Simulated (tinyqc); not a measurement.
Capacitance measurement on a leaky thin oxide: effects of series resistance and leakage: one step of the calculation.

The device is a capacitance C in parallel with a leakage conductance G, in series with Rs and Ls. An impedance meter reports either a parallel pair (Cp, Gp) from Y = 1/Z = Gp + i w Cp or a series pair (Cs, Rm) from Z = Rm + 1/(i w Cs); w = 2 pi f, dissipation D = Gp/(w |Cp|).

Task. True capacitance and conductance. EOT = 3.9 tox/eox; CET = EOT + zc + zp; C = 3.9 eps0 A/CET; G = Jg A/Vs.

Parameters, values chosen for the exercise; values of the order met in thin-oxide MOS capacitors:
```
symbol,value,unit,meaning
eox,3.9,,relative permittivity of the gate insulator (close to silicon dioxide)
tox,2.1,nm,insulator thickness
A,10000,um^2,gate area
zc,0.51,nm,oxide-equivalent thickness added by the accumulation layer
zp,0,nm,oxide-equivalent thickness added by gate depletion
Jg,0.0001,A/cm^2,"gate leakage current density, not matched to the thickness"
Vs,0.39,V,voltage for an e-fold rise of the leakage
```

Constants: eps0 = 8.8541878128e-14 F/cm where lengths are in cm. Results are converted to the units shown.

Find: EOT; CET; C; G.

Result.

EOT = 2.100 nm
CET = 2.610 nm
C = 132.3 pF
G = 0.02564 uS

Computed by the program tinyqc: `OMP_NUM_THREADS=1 python tinyqc.py 2022156 2022157 out.jsonl`, one thread of a shared Intel Xeon 2.30GHz, about 0.01 s for the whole run.
